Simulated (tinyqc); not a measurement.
# Shallow acceptor in the spherical model (Baldereschi-Lipari), strong spin-orbit limit, step by step

A worked calculation. Computed by tinyqc, a small Python program that keeps every step. Command: `OMP_NUM_THREADS=1 python tinyqc.py 3006133 3006134 out.jsonl acceptor walk`. One thread of a shared host (Intel(R) Xeon(R) Processor @ 2.30GHz), about 0.01 s of CPU time with the checks. Intermediate numbers are printed to about 5 digits and carried at full precision; extremes and crossings named in words are read from the listed rows.

The 1S(3/2) state has an s envelope f(r) and a d envelope g(r). In effective units they obey -(f'' + 2f'/r + 2f/r) + mu (g'' + 5g'/r + 3g/r^2) = E f and -(g'' + 2g'/r - 6g/r^2 + 2g/r) + mu (f'' - f'/r) = E g. The cubic term, the split-off band and the central cell are left out.

Inputs (values chosen for the exercise, modelled on ZnSe):
```
quantity,value,unit
Luttinger gamma_1,3.81,-
Luttinger gamma_2,1.24,-
Luttinger gamma_3,1.68,-
dielectric constant eps,8.84,-
spin-orbit gap Delta_so,431,meV
functions per channel n,1,-
smallest exponent zeta_1,0.84,1/a*
ratio beta of exponents,1.8,-
```

Constants: Ry = 13.605693123 eV; a_0 = 0.529177210903 angstrom.

## Effective units and couplings

Ry* = Ry/(gamma_1 eps^2), a* = a_0 eps gamma_1, mu = (6 gamma_3 + 4 gamma_2)/(5 gamma_1), delta = (gamma_3 - gamma_2)/gamma_1; spherical masses 1/(gamma_1 (1 - mu)) (heavy) and 1/(gamma_1 (1 + mu)) (light).

Ry* = 45.697 meV

a* = 17.823 angstrom

mu = 0.78950

delta = 0.11549

heavy-hole mass = 1.2469 m_0

light-hole mass = 0.14667 m_0

## Matrices in a small basis

zeta_i = zeta_1 beta^(i-1), i = 1..n, in both channels. Basis: f_i = exp(-zeta_i r), g_i = r exp(-zeta_i r), weight r^2 dr, s = zeta_i + zeta_j. S_ff = 2/s^3, H_ff = zeta_i zeta_j S_ff - 2/s^2; S_gg = 24/s^5, H_gg = 8/s^3 + 24 zeta_i zeta_j/s^5 - 12/s^4; H(f_i, g_j) = mu (6 zeta_i^2/s^4 + 2 zeta_i/s^3); S_fg = 0. Each function is normalised by sqrt(S_ii).

H (Ry*):
```
,f1,g1
f1,-0.9744,0.80406
g1,0.80406,0.8064
```

S:
```
,f1,g1
f1,1,0
g1,0,1
```

## Lowest level in the small basis

H c = E S c with c^T S c = 1 and the largest component positive; the d weight is the part of the norm in g.

E = -1.2837 Ry*

coefficients: f1 0.93332, g1 -0.35905

d weight = 0.12891

## Converged levels

Large basis: zeta_i = 0.08 x 1.55^(i-1), i = 1..20 in each channel; overlap eigenvalues below 1e-11 are dropped. Binding energies are -E Ry*; the mass that fits is E(1S) eps^2/Ry.

1S(3/2) binding in Ry* = 2.4715

1S(3/2) binding energy = 112.94 meV

2S(3/2) binding energy = 33.764 meV

d weight of 1S(3/2) = 0.28974

Hydrogenic mass that fits = 0.64868 m_0

The small basis recovers 51.9 % of the binding. The ratio 2S/1S is 0.299 against the hydrogenic 0.25. The fitted mass is 52 % of the heavy-hole mass. Caution: the binding exceeds a fifth of the spin-orbit gap Delta_so, so the split-off band, left out, matters. Caution: the orbit is only a few bond lengths wide, so central-cell terms matter.

## One mass for the acceptor?

Hydrogenic binding Ry m/eps^2; the density-of-states mass is (m_H^(3/2) + m_L^(3/2))^(2/3); errors are against the large basis.

1S binding energy:
```
mass,value (m_0),binding (meV),error (%)
light hole,0.1467,25.54,-77.389
1/gamma_1,0.2625,45.70,-59.538
mean of heavy and light,0.6968,121.31,7.415
heavy hole,1.2469,217.09,92.220
density of states,1.2802,222.89,97.355
```

The coupled result, 112.94 meV, lies between the 1/gamma_1 value (no coupling) and the heavy-hole value; the closest single rule here is "mean of heavy and light", off by +7.4 %.

## Binding against mu

The formulas are those given above.

1S(3/2):
```
mu,binding (Ry*),d weight,binding x (1 - mu)
0.10,1.0091,0.00424,0.90817
0.24,1.0549,0.02458,0.80171
0.47,1.2540,0.09659,0.66464
0.50,1.2985,0.10979,0.64927
0.79,2.4764,0.29014,0.52004
0.80,2.5802,0.29828,0.51604
0.90,4.7683,0.38818,0.47683
0.95,9.1447,0.44002,0.45723
```

The binding grows from 1.009 to 9.14 Ry*, slowly at first (second order in mu), while the d weight rises to 0.44. The last column, the binding in units of the heavy-hole Rydberg, falls to 0.457, towards about 0.44 as mu tends to 1.

Checks made by the program: mu = 0 against hydrogen, 1 and 1/4 (relative difference 4e-06); the coupling element from the adjoint operator (relative difference below 1e-10).
